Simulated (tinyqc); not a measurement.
Worked calculation: CCSD on RHF in the 3-21g basis, for H2, spin multiplicity 1. One step of it, computed by the program tinyqc.

Question. Iteration 1: diagonalisation and new density. Diagonalise F' = X^T F X, C = X C', fill 1 alpha and 1 beta electrons from the bottom; D = 2 C_occ C_occ^T. Each column has its largest component positive (the first on a tie).

Fock matrix F (hartree), lower triangle:
```
           1H 1s      1H 2s      2H 1s      2H 2s
1H 1s   0.147945
1H 2s  -0.446641  -0.314008
2H 1s  -0.423700  -0.432728   0.147945
2H 2s  -0.432728  -0.356562  -0.446641  -0.314008
```

X, lower triangle:
```
           1H 1s      1H 2s      2H 1s     2H 2s
1H 1s   1.250924
1H 2s  -0.481670   1.794492
2H 1s  -0.106413   0.049325   1.250924
2H 2s   0.049325  -0.835166  -0.481670  1.794492
```

Give: F' = X^T F X; orbital energies; coefficients C; D after iteration 1.

Answer.

F' = X^T F X (hartree), lower triangle:
```
        1       2       3      4
1   0.734
2  -0.620   0.278
3  -0.351  -0.095   0.734
4  -0.095  -0.217  -0.620  0.278
```

orbital energies (hartree): MO1 -0.511, MO2 0.187, MO3 0.956, MO4 1.392

coefficients C:
```
         MO1     MO2     MO3     MO4
1H 1s  0.267   0.160   0.823  -1.018
1H 2s  0.339   1.416  -0.662   1.263
2H 1s  0.267  -0.160   0.823   1.018
2H 2s  0.339  -1.416  -0.662  -1.263
```

D after iteration 1, lower triangle:
```
       1H 1s  1H 2s  2H 1s  2H 2s
1H 1s  0.142
1H 2s  0.181  0.230
2H 1s  0.142  0.181  0.142
2H 2s  0.181  0.230  0.181  0.230
```
